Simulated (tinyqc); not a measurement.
Slow cooling against a quench: self-consistent Fermi level with native defects, at growth and after a quench. Computed by tinyqc, a small Python program. Command: `OMP_NUM_THREADS=1 python tinyqc.py 3006878 3006879 out.jsonl scfermi walk`. One thread of a shared host (Intel(R) Xeon(R) Processor @ 2.30GHz), about 0.06 s of CPU time with the checks.

Energies are counted from the top of the valence band (VBM); when the gap shrinks with temperature the conduction band moves and the levels stay. The added dopant is taken as fully ionised. D and A draw on one reservoir with opposite signs, as the two vacancies of a compound do.

Inputs (values chosen for the exercise, with bands modelled on CdTe):
```
quantity                                value   unit
gap E_g at 300 K                         1.54     eV
slope -dE_g/dT above 300 K            0.00023   eV/K
electron mass m_e                      0.0988    m_0
valleys M_c                                 1      -
hole mass m_h                           0.639    m_0
E_f of the neutral native donor D       1.147     eV
E_f of the neutral native acceptor A     2.24     eV
shift s of the chemical potential        0.17     eV
site density N_s                      2.4e+22  cm^-3
dopant density N_X                    8.3e+18  cm^-3
growth temperature T_g                   1080      K
temperature of use T                      300      K
```

Added shallow dopant: donor.

levels of D above the VBM, most positive state first (eV): 0.789

levels of A above the VBM, (0/-1) first (eV): 0.0673  0.128  0.31

Constants: m_0 = 9.1093837015e-31 kg; k_B = 1.380649e-23 J/K; h = 6.62607015e-34 J s; k_B = 8.617333262e-05 eV/K.

Method:
- E_f(D, 0) = input + s and E_f(A, 0) = input - s; E_f(q, E_F = 0) follows from the levels, eps(q/q-1) = E_f(q - 1) - E_f(q) at E_F = 0.
- E_g(T) = E_g - slope x max(0, T - 300 K).
- N_c = 2 M_c (2 pi m_e k_B T/h^2)^(3/2) and N_v = 2 (2 pi m_h k_B T/h^2)^(3/2), masses in units of m_0.
- At growth T = T_g.
- n = N_c F_1/2((E_F - E_g)/k_B T), p = N_v F_1/2(-E_F/k_B T).
- F_1/2(eta) = (2/sqrt(pi)) int_0^infinity sqrt(x)/(1 + exp(x - eta)) dx, by the trapezoid rule in t = sqrt(x) with step 0.02 up to t = 12 (for eta < -12 by exp(eta) - exp(2 eta)/2^(3/2)).
- In equilibrium c_q = N_s exp(-(E_f(q, 0) + q E_F)/k_B T).
- Net charge = p - n + sum q c_q + N_X; the log ratio is ln(positive charge/negative charge).
- E_F is the root of the log ratio, by 50 bisections between -0.5 eV and E_g + 0.5 eV.
- After a quench the totals of D and A stay as grown, and each is shared among its charge states with weights exp(-(E_f(q, 0) + q E_F)/k_B T).
- Each E_F by bisection; full equilibrium lets the defects form and vanish at every T.

E_f(q, E_F = 0) (eV): D(+1) 0.5280, D(0) 1.3170, A(0) 2.0700, A(-1) 2.1373, A(-2) 2.2653, A(-3) 2.5753

total D = 1.84171e+17 cm^-3

total A = 2.93424e+18 cm^-3

Two histories (densities in cm^-3):
```
T (K)  E_F, equilibrium (eV)           n           p  all defects  E_F, frozen (eV)   n, frozen   p, frozen
920                  0.61856  2.2658e+14  2.8135e+16   2.8129e+18           0.51199  5.9079e+13  1.0786e+17
770                  0.65780  2.7486e+13  2.6091e+15   2.7730e+18           0.46266  1.4518e+12  4.9382e+16
610                  0.69953  9.9823e+11  6.1749e+13   2.7672e+18           0.42327  5.2092e+09  1.1831e+16
460                  0.73861  6.2133e+09  1.9679e+11   2.7667e+18           0.39373  1.0345e+06  1.1819e+15
300                  0.78029  1.3463e+05  9.9892e+05   2.7667e+18           0.36444  1.3904e-02  9.6726e+12
```

What does the comparison show, and why?

At 300 K equilibrium would leave 2.77e18 defects per cm^3 against 3.12e18 frozen in, and E_F differs by -0.416 eV. The majority density of the quenched sample is 9.7e6 times the equilibrium one. Real samples lie between, set by the temperature at which diffusion stops.
